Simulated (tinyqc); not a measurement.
# From edge over centre, full model back to seed resistivity

Model: electroplating on a thin resistive seed layer: kinetics, Wagner number and the terminal effect across a wafer. Computed by tinyqc, a small Python program. Command: `OMP_NUM_THREADS=1 python tinyqc.py 3120920 3120921 out.jsonl terminal inv`. One thread of a shared host (Intel(R) Xeon(R) Processor @ 2.30GHz), about 0.06 s of CPU time with the checks.

Current enters the seed at the rim. The bath is treated as a local resistance per area (no lateral flow in the liquid), two electrons per ion, molar volume 7.11 cm^3/mol, Faraday constant F = e N_A, kinematic viscosity 0.01 cm^2/s, omega = 2 pi x rpm/60; k_B T/e is in volts.

Inputs (values chosen for the exercise, of the order of those for copper plating from an acid sulfate bath):
```
quantity                             value      unit
wafer radius R                          10        cm
seed thickness t                        69        nm
bath conductivity kappa              0.032      S/cm
gap to the anode h                     9.7        cm
extra resistance of a porous plate       0  ohm cm^2
exchange current density i_0           1.2   mA/cm^2
cathodic transfer coefficient alpha   0.33         -
mean current density                    32   mA/cm^2
diffusivity of the metal ion         7e-06    cm^2/s
metal ion concentration               0.87     mol/L
rotation rate                           60       rpm
temperature T                          298         K
```

Constants: e = 1.602176634e-19 C; N_A = 6.02214076e+23 1/mol; k_B = 8.617333262e-05 eV/K.

Method:
- Growth rate = i V_m/(2 F). Levich limit i_L = 0.62 x 2 F D^(2/3) omega^(1/2) nu^(-1/6) c. Tafel overpotential eta = (k_B T/(alpha e)) ln(i/i_0); kinetic resistance k_B T/(alpha e i); bath resistance h/kappa + plate; R_s = resistivity/t; Wagner number = kinetic resistance x kappa/R.
- Linearised: with R_t = kinetic + bath resistance the current density obeys (1/r)(r i')' = i R_s/R_t, so i = A I_0(r/l), l = sqrt(R_t/R_s); with x = R/l, edge/centre = I_0(x) and edge/mean = x I_0(x)/(2 I_1(x)).
- Voltage drop in the seed for a uniform current: i R_s R^2/4.
- Full model: seed potential phi(r) with (1/r)(r phi')' = R_s i, where i solves phi = R_b i + (k_B T/(alpha e)) ln(i/i_0) (phi being the driving voltage left at r); phi'(0) = 0 and phi'(R) = R_s i_mean R/2. Solved by collocation to a tolerance of 1e-7.

Problem. A run gave the result below. Find the seed resistivity, known to lie between 3.4 and 7.8 microohm cm.

edge over centre, full model = 1.05678

Solution.

Each step takes the trial c = (a f_b - b f_a)/(f_b - f_a), f being the result less the target and a, b, c the logarithms of the listed values; c replaces end b, the old b replaces a if the sign of f changed, and otherwise f_a is halved.

Scan of the range:
```
seed resistivity (microohm cm)  edge over centre, full model
3.40                                                 1.04072
3.90                                                 1.04678
4.48                                                 1.05383
5.15                                                 1.06201
5.91                                                 1.07132
6.79                                                 1.08215
7.80                                                 1.09465
```

False position (Illinois rule, in the logarithm of the input) inside the bracket:
```
step    end a    end b    trial  edge over centre, full model
1     4.48000  5.15000  4.71097                       1.05665
2     5.15000  4.71097  4.72148                       1.05677
3     5.15000  4.72148  4.72241                       1.05679
4     4.72148  4.72241  4.72197                       1.05678
```

Edge over centre, full model rises at every point of a 13-point scan of the range (every second point is shown), so one value fits; it is bracketed by 4.48 and 5.15. Answer: seed resistivity = 4.722 microohm cm.
